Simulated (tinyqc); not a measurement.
Changing the axis ratio c/a: finite-size error of a charged defect in a periodic cell: Madelung and Makov-Payne terms. Computed by tinyqc, a small Python program. Command: `OMP_NUM_THREADS=1 python tinyqc.py 3023964 3023965 out.jsonl imagecharge sweep`. One thread of a shared host (Intel(R) Xeon(R) Processor @ 2.30GHz), about 0.06 s of CPU time with the checks.

L is the cube root of the cell volume. The defect charge is a Gaussian, rho(r) = q (2 pi sigma^2)^(-3/2) exp(-r^2/2 sigma^2), repeated periodically in a uniform neutralising background and screened by a continuum. The model cell energy is E(L) = E_0 + [periodic - isolated electrostatic energy].

Inputs (values chosen for the exercise, with screening close to that of beta-Ga2O3): charge q = 1 e; cell length L = 16.6 angstrom; dielectric constant eps = 10.6.

Supercell lattice: hexagonal. Screening: isotropic.

Constants: e^2/(4 pi eps_0) = 14.39964548 eV angstrom.

Method. Cell vectors: (1,0,0), (-1/2,sqrt(3)/2,0), (0,0,c/a), scaled to volume L^3. Ewald sum for a unit point charge: scale each Cartesian component of the cell by 1/sqrt(eps_i), giving R', G' and V'; E = [ (1/2) sum erfc(eta R')/R' + (2 pi/V') sum exp(-G'^2/4 eta^2)/G'^2 - eta/sqrt(pi) - pi/(2 V' eta^2) ] e^2/(4 pi eps_0) / sqrt(eps_x eps_y eps_z), over n_i = -6..6, omitting n = (0,0,0), eta = 2/V'^(1/3). alpha = -2 E eps_g L/(e^2/(4 pi eps_0)), eps_g = (eps_x eps_y eps_z)^(1/3).

One run for each value:
```
axis ratio c/a  Madelung constant alpha  point-charge correction -q^2 E (eV)  nearest image (angstrom)
0.50                             2.4688                              0.10102                    10.971
0.60                             2.6745                              0.10943                    12.389
0.72                             2.7994                              0.11455                    13.990
0.87                             2.8567                              0.11689                    15.871
1.00                             2.8555                              0.11684                    17.415
1.30                             2.7469                              0.11240                    15.957
1.50                             2.6180                              0.10712                    15.214
1.80                             2.3617                              0.09663                    14.317
2.20                             1.9255                              0.07879                    13.390
```

Describe and explain the trends.

Over the rows, Madelung constant alpha goes from 2.47 through a maximum among these rows, 2.86 at 0.870, to 1.93; point-charge correction -q^2 E (eV) goes from 0.101 through a maximum among these rows, 0.117 at 0.870, to 0.0788; nearest image (angstrom) goes from 11.0 through a maximum among these rows, 17.4 at 1.00, to 13.4. At fixed volume alpha is largest where the images, as seen through the screening, are spread most evenly.

Extremes, crossings and ranges named in words are read from the listed rows.
